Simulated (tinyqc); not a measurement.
Resonant-tunnelling diode, transfer matrices and Tsu-Esaki current: effect of the Fermi energy.

Emitter (band edge 0), barrier d1, well Lw, barrier d2, collector (edge -V). The bias drops linearly over these layers and none in the contacts; each layer is cut into ns equal slices, flat at the value of their centres. E is the energy of motion across the layers, C = hbar^2/(2 m0), psi and psi'/m are continuous. Transport is coherent, T(E) is taken as independent of the transverse momentum, and charge in the well is ignored.

For the pair (psi, psi'/m) a flat layer has M = [[cos kd, (m/k) sin kd], [-(k/m) sin kd, cos kd]] with k = sqrt(m (E - U)/C) above its edge U, and M = [[cosh Kd, (m/K) sinh Kd], [(K/m) sinh Kd, cosh Kd]] with K = sqrt(m (U - E)/C) below it. Later slices stand to the left. With M acting on (psi, psi'/m) and v = k/m in each lead, T(E) = 4 vL vR/[(vL vR M12 - M21)^2 + (vR M11 + vL M22)^2]. J = J0 times the integral over E > 0 of T(E) N(E), N = ln[(1 + exp((Ef - E)/Vt))/(1 + exp((Ef - V - E)/Vt))], J0 = q^2 mw m0 kB T/(2 pi^2 hbar^3) (times 1e-4 for A/cm^2 per eV). The integral is converged to the digits shown. Er is the first maximum of T(E) at this bias.

Parameters, values chosen for the exercise; masses and offsets close to those of GaN wells and AlGaN barriers:

| symbol | value | unit | meaning |
|---|---|---|---|
| T | 300 | K | temperature |
| mw | 0.2 | m0 | mass in the well, spacer and contacts |
| U1 | 0.59 | eV | barrier height |
| m1 | 0.27 | m0 | barrier mass |
| d1 | 0.9 | nm | emitter barrier |
| Lw | 2.7 | nm | well width |
| d2 | 0.8 | nm | collector barrier |
| ns | 1 |  | slices in each layer |
| V | 0.067 | V | bias of the collector |

Constants: q = 1.602176634e-19 C, kB = 1.380649e-23 J/K, hbar = 1.054571817e-34 J s, m0 = 9.1093837015e-31 kg, Vt = kB T/q, hbar^2/(2 m0) = 0.0380998212 eV nm^2. Results are converted to the units shown.

Effect of the Fermi energy:
```
Ef (eV)  N at Er = 0.0784 eV  J (kA/cm^2)
0.02                 0.09156        99.05
0.038                 0.1747        187.2
0.056                 0.3200        339.3
0.074                 0.5504        578.5
0.092                 0.8711        911.7
0.11                   1.254         1316
0.127                  1.623         1719
0.145                  1.964         2113
```

What does the comparison show?

J rises from 99.0 to 2110 kA/cm^2, a factor of 21.3, while N at the resonance grows by 21.5. The two agree within 10 %, so the resonance carries the current.

Numbers from tinyqc (`OMP_NUM_THREADS=1 python tinyqc.py 2600119 2600120 out.jsonl`; about 0.05 s on one thread of a shared Intel Xeon 2.30GHz).
